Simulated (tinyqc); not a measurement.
Velocity overshoot from momentum and energy balance equations after a field step: one step, computed by the program tinyqc.

At t = 0 the field jumps from 0 to F in a uniform sample. v is the drift velocity and u = w - (3/2) k_B T the excess energy per carrier.

Task: Constants and steady state. dv/dt = e F/m - v/tau_m(u), du/dt = e F v - u/tau_E, tau_m(u) = tau_0/(1 + c u), tau_0 = m mu_0/e, c = mu_0/(e tau_E v_s^2); this choice gives the steady state v (1 + mu_0 F v/v_s^2) = mu_0 F, which saturates at v_s. Steady velocity v = 2 mu_0 F/(1 + sqrt(1 + 4 (mu_0 F/v_s)^2)); u = e F v tau_E; carrier temperature T + 2u/(3 k_B), neglecting the drift energy m v^2/2.

Inputs (values chosen for the exercise, modelled on electrons in strained silicon except for tau_E):
```
quantity,value,unit
effective mass m,0.2,m_0
low-field mobility mu_0,2400,cm^2/(V s)
saturation velocity v_s,1.1,1e7 cm/s
energy relaxation time tau_E,0.38,ps
field after the step F,8.6,kV/cm
lattice temperature T,300,K
```

Scheme: explicit Euler.

Constants: m_0 = 9.1093837015e-31 kg; e = 1.602176634e-19 C; k_B = 8.617333262e-05 eV/K.

Give: tau_0; c; acceleration e F/m; steady velocity; steady excess energy; steady carrier temperature.

Result:

tau_0 = 272.91 fs

c = 52.197 1/eV

acceleration e F/m = 0.0075629 1e7 cm/s per fs

steady velocity = 0.84526 1e7 cm/s

steady excess energy = 0.027623 eV

steady carrier temperature = 513.70 K

tau_E/tau_0 = 1.39, and in the steady state tau_m has shrunk to 111.8 fs.
